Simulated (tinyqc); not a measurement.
Inside a calculation. Method: tight binding, dimerised chain. One step of it, computed by the program tinyqc.

Question. Open chain of 4 cells. The same hoppings without the wrap-around bond.

H of the open chain (eV):
```
           1          2          3          4          5          6          7          8
1   0.560000  -2.130000   0.000000   0.000000   0.000000   0.000000   0.000000   0.000000
2  -2.130000  -0.560000  -1.420000   0.000000   0.000000   0.000000   0.000000   0.000000
3   0.000000  -1.420000   0.560000  -2.130000   0.000000   0.000000   0.000000   0.000000
4   0.000000   0.000000  -2.130000  -0.560000  -1.420000   0.000000   0.000000   0.000000
5   0.000000   0.000000   0.000000  -1.420000   0.560000  -2.130000   0.000000   0.000000
6   0.000000   0.000000   0.000000   0.000000  -2.130000  -0.560000  -1.420000   0.000000
7   0.000000   0.000000   0.000000   0.000000   0.000000  -1.420000   0.560000  -2.130000
8   0.000000   0.000000   0.000000   0.000000   0.000000   0.000000  -2.130000  -0.560000
```

Give: levels; weights of the highest filled level on the sites.

Answer.

levels (eV): -3.4002  -2.8511  -2.0519  -1.2452  1.2452  2.0519  2.8511  3.4002

weights of the highest filled level on the sites: 0.0832  0.0598  0.0991  0.1847  0.0701  0.2611  0.0227  0.2193

The bulk gap runs from -0.9043 to 0.9043 eV; no level of this chain lies inside it.
